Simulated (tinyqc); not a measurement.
# Barrier height from two thicknesses

Problem. Through a thick flat barrier T = c exp(-2 kappa t) with a prefactor c that does not depend on t, and kappa = sqrt(m1 phi1/C), C = hbar^2/(2 m0). Find kappa, the decades lost for each nanometre, c and phi1.

Parameters, values chosen for the exercise: tunnelling mass of layer 1 m1 = 0.52 m0.

Constants: q = 1.602176634e-19 C, hbar = 1.054571817e-34 J s, m0 = 9.1093837015e-31 kg, hbar^2/(2 m0) = 0.0380998212 eV nm^2. Results are converted to the units shown.

T at t = 1.4 and 2.2 nm: 2.1069415e-8  5.6629518e-13

Solution. The ratio of the two values removes c: kappa = ln(T_a/T_b)/(2 (t_b - t_a)).

kappa = 6.578 1/nm
decades a nanometre = 5.713
c = 2.100
phi1 = 3.170 eV

Program tinyqc, `OMP_NUM_THREADS=1 python tinyqc.py 2540110 2540111 out.jsonl`; Intel Xeon 2.30GHz, shared host, one thread, about 0.03 s.
